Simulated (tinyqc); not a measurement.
Resistance of a tapered via with liner, size effect and interface: one step of the calculation.

A round via whose diameter grows from db at the bottom as D(z) = db + 2 z/tan(ang). The fill, of diameter D - 2 tl, starts above the bottom liner (thickness fb tl) and has rho = rho0 (1 + ks lam/(D - 2 tl)); the sidewall liner conducts in parallel with it. The bottom liner and the interface are crossed over the full area pi db^2/4. Spreading in the lines above and below is left out.

Problem. Total resistance. R_fill = sum of the slices; R_bottom = rl fb tl/(pi db^2/4); R_interface = ri/(pi db^2/4); ballistic (Sharvin) limit 1/(Sb pi (db - 2 tl)^2/4); ideal cylinder rho0 hv/(pi db^2/4).

Parameters, values chosen for the exercise; fill metal close to tungsten: diameter at the bottom db = 30 nm; height hv = 110 nm; bulk resistivity of the fill rho0 = 5.42 uohm cm; liner on the sidewall tl = 3.5 nm; liner at the bottom over that on the sidewall fb = 1; resistivity of the liner rl = 220 uohm cm; interface resistivity at the bottom ri = 4.7e-12 ohm cm^2; ballistic conductance per area, about 3/(4 rho0 lam) Sb = 9.1e14 S/m^2.

slice resistance, slice 0 to 9 (ohm): 2.2413509  2.0094992  1.8108401  1.6394525  1.4906598  1.3607317  1.2466667  1.1460289  1.0568265  0.97741914

Give: parts; R; shares; ballistic limit; ideal cylinder.

Solution.

parts (ohm): fill 14.98, bottom liner 10.89, interface 0.6649
R = 26.54 ohm
shares (%): fill 56.45, bottom liner 41.05, interface 2.51
ballistic limit = 2.645 ohm
ideal cylinder = 8.435 ohm

The fill is the largest part, and R is 3.15 times the ideal cylinder. With 2000 slices R = 26.546 ohm.

tinyqc, about 0.01 s, one thread, Intel Xeon 2.30GHz (shared host): `OMP_NUM_THREADS=1 python tinyqc.py 2750065 2750066 out.jsonl`
